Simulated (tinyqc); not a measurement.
Inside a calculation: metal-induced gap states at the contact of a metal chain and a two-band chain. Values are carried at full precision from step to step, so a last printed digit may differ when a step is redone from the rounded ones.

The semiconductor alternates sites A at -Eg/2 and C at +Eg/2 with hopping -t; the gap runs from -Eg/2 to Eg/2. In the gap cosh(q a) = 1 + (Eg^2/4 - E^2)/(2 t^2) and the amplitude changes by -exp(-q a) a period. The metal has site energy 0 and hopping -tm; its end site has g_m = (E - i sqrt(4 tm^2 - E^2))/(2 tm^2). Sites 1, 2, ... count into the semiconductor, with energies e1, e2 alternating. The clean half chain has g1 = 1/(E - e1 - t^2 g2), g2 = 1/(E - e2 - t^2 g1), decaying root. With the contact G11 = 1/(1/g1 - tc^2 g_m), and the density on site j is -Im G_jj/pi = |psi_j/psi_1|^2 (-Im G11/pi), per spin, with psi_2/psi_1 = -t g2, psi_3/psi_2 = -t g1.

Constants: e^2/(4 pi eps0) = 14.39964547 eV angstrom.

Inputs chosen for the exercise (gap and optical dielectric constant near those of GaN; the chain itself is a model; not measured data):
```
symbol  value  unit      meaning
Eg      3.49   eV        gap
t       3.19   eV        hopping in the semiconductor
a       3.19   angstrom  period (two sites); one chain for each area a^2
E       -0.19  eV        energy from mid-gap
tm      3.13   eV        hopping in the metal
tc      2.13   eV        hopping across the contact
end     C                site that touches the metal
eps     5.4              dielectric constant
```

## Decay in the gap

Form cosh(q a), l = exp(-q a), q and the decay length 1/(2q) of the density.

cosh(q a) = 1.14784
l = 0.58433
q = 0.16843 1/angstrom
xi, the decay length of the density = 2.969 angstrom

## Green functions

The decaying root is g1 = (1 - l)/(E - e1), g2 = (1 - l)/(E - e2), l = exp(-q a). Form them, g_m and G11.

g1, g2 (1/eV): -0.21481  0.26731

g_m = -0.00970-0.31934i 1/eV
G11 = -0.19738-0.06202i 1/eV

## Density site by site

D1 = -Im G11/pi, D2 = (t g2)^2 D1, and each further period multiplies by l^2. The sum over all sites is (D1 + D2)/(1 - l^2). The Green functions stand in the order g1, g2.

density on sites 1 to 8 (1/eV): 0.01974  0.01435  0.00674  0.00490  0.00230  0.00167  0.00079  0.00057

Ds, the density per spin summed over the semiconductor = 0.05177 1/eV

The first period holds 66 % of the gap states at this energy.

## Pinning factor

Gap states per area N = 2 Ds/a^2 (two spins). Charge in them sits a distance xi from the metal, so S = 1/(1 + 4 pi e^2 N xi/eps), e^2 meaning e^2/(4 pi eps0); S is the change of the barrier per change of the metal work function.

N = 1.018e+14 1/(eV cm^2)
4 pi e^2 N xi/eps = 1.0122
S = 0.4970

Partial pinning, between the Bardeen (0) and Schottky (1) limits.

## Checks

- g1 from the closed form against decimation: both -0.214815.

Program tinyqc; command `OMP_NUM_THREADS=1 python tinyqc.py 1452736 1452737 out.jsonl`; about 0.01 s on one thread of a shared Intel(R) Xeon(R) Processor @ 2.30GHz.
